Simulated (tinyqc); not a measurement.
Surface photovoltage measurement of the minority-carrier diffusion length in a wafer. Changing the wavelength. Computed by tinyqc, a small Python program. Command: `OMP_NUM_THREADS=1 python tinyqc.py 3130561 3130562 out.jsonl spv sweep`. One thread of a shared host (Intel(R) Xeon(R) Processor @ 2.30GHz), about 0.01 s of CPU time with the checks.

Low injection, steady light, a depletion layer much thinner than 1/alpha and L. The excess density dn is taken at the front edge of the neutral region; light that reaches the back is lost.

Inputs (values chosen for the exercise, modelled on p-type silicon at room temperature):
```
quantity                                             value        unit
diffusion length L                                     110  micrometre
wafer thickness W                                      525  micrometre
diffusivity D                                         31.3      cm^2/s
front recombination velocity S_f                      8500        cm/s
back recombination velocity S_b                      67000        cm/s
photon flux entering                               2.5e+11  1/(cm^2 s)
minority density at the surface barrier scale n_0    4e+08      1/cm^3
temperature T                                          298           K
```

Constants: k_B = 8.617333262e-05 eV/K.

Method:
- alpha = (84.732/lambda - 76.417)^2 per cm with lambda in micrometre (an empirical fit for silicon between 0.7 and 1.05 micrometre).
- Thick wafer: dn = Phi L/((S_f + D/L)(L + 1/alpha)). Finite wafer, with s = S_b L/D, w = W/L, a = alpha L: dn = [Phi a/(a^2 - 1)] [a - B - exp(-alpha W)(a - s)/(cosh w + s sinh w)]/(S_f + B D/L), B = (sinh w + s cosh w)/(cosh w + s sinh w).
- Photovoltage V = (k_B T/e) ln(1 + dn/n_0). Lifetime = L^2/D.

One run for each value:
```
wavelength (nm)  dn, finite wafer (1/cm^3)  penetration depth 1/alpha (micrometre)  dn, thick wafer (1/cm^3)
780                             2.0259e+07                                    9.64                2.0260e+07
811                             1.9754e+07                                   12.70                1.9755e+07
842                             1.9076e+07                                   17.05                1.9077e+07
874                             1.8125e+07                                   23.73                1.8126e+07
905                             1.6859e+07                                   33.76                1.6860e+07
936                             1.5125e+07                                   50.24                1.5127e+07
968                             1.2691e+07                                   80.93                1.2695e+07
999                             9.6176e+06                                  141.73                9.6289e+06
1030                            5.9976e+06                                  292.50                6.0221e+06
```

What does the table show?

Over the rows, dn, finite wafer (1/cm^3) falls from 2.03e7 to 6.00e6 (exponent d ln y / d ln x -0.65 between the first rows and -15 between the last); penetration depth 1/alpha (micrometre) rises from 9.64 to 292 (exponent d ln y / d ln x 7.1 between the first rows and 24 between the last); dn, thick wafer (1/cm^3) falls from 2.03e7 to 6.02e6 (exponent d ln y / d ln x -0.65 between the first rows and -15 between the last).
